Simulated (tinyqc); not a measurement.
# Changing the grain size d

Model: thermal stress and diffusional relaxation in a metal film: Coble and Nabarro-Herring creep, cooling and holds. Computed by tinyqc, a small Python program. Command: `OMP_NUM_THREADS=1 python tinyqc.py 3011249 3011250 out.jsonl creep sweep`. One thread of a shared host (Intel(R) Xeon(R) Processor @ 2.30GHz), about 0.08 s of CPU time with the checks.

A thin film on a rigid substrate is stress-free at T0. Tension is positive and the film creeps linearly: d sigma/dt = -M (mismatch) dT/dt - sigma/tau.

Inputs (values chosen for the exercise, modelled on gold films on silicon):
```
quantity,value,unit
biaxial modulus M,142,GPa
expansion mismatch,11.6,1e-6/K
atomic volume Omega,17,angstrom^3
lattice prefactor D0,8.7e-06,m^2/s
lattice energy E,1.83,eV
boundary prefactor (delta D_b)0,3.6e-16,m^3/s
boundary energy E_b,0.908,eV
stress-free temperature T0,400,C
hold temperature T,200,C
hold time t,0.01,h
cooling rate,100,C/min
```

Constants: k_B = 1.380649e-23 J/K; k_B = 8.617333262e-05 eV/K.

Method:
- Thermoelastic slope = M x mismatch; sigma_0 = slope x (T0 - T).
- Creep rate per stress: Nabarro-Herring 14 D Omega/(k_B T d^2), Coble (14 pi) delta D_b Omega/(k_B T d^3), with D = D0 exp(-E/(k_B T)), delta D_b = (delta D_b)0 exp(-E_b/(k_B T)); 1/tau = M x (sum of both)/2 (biaxial strain rate is half the uniaxial one).
- Temperatures in kelvin are T(C) + 273.15.
- sigma(t) = sigma_0 exp(-t/tau), relaxed part sigma_0 - sigma(t); the grain size where both mechanisms are equal is pi delta D_b/D.
- Cooling from T0 at the constant rate: d sigma/dT = -slope + sigma/(tau(T) x rate), integrated to 25 C (stiff solver, tolerance 1e-9).
- Effective stress-free temperature T_eff = 25 C + sigma/slope.

One run for each value:
```
grain size d (um),relaxation time tau (h),stress at 25 C (MPa),effective stress-free temperature (C)
0.13,9.793e-04,233.3,166.7
0.26,7.835e-03,299.3,206.7
0.55,7.416e-02,385.4,259.0
1.10,5.933e-01,483.0,318.2
2.30,5.423e+00,584.2,379.7
4.80,4.930e+01,613.4,397.4
10.00,4.457e+02,617.2,399.7
```

Over the rows, relaxation time tau (h) rises from 9.79e-4 to 446 (exponent d ln y / d ln x about 3.0 throughout); stress at 25 C (MPa) rises from 233 to 617 (exponent d ln y / d ln x 0.36 between the first rows and 0.0084 between the last). The exponent of relaxation time tau stays at 3: Coble creep. Fine grains creep fast, so the film stays relaxed to a lower temperature and keeps less stress. Left out: 0.0300, 0.0620 (the stress of the hold has relaxed completely).

Caution (all rows): bulk creep laws overstate relaxation in a bonded film, and dislocation glide would cap stresses above the yield stress.
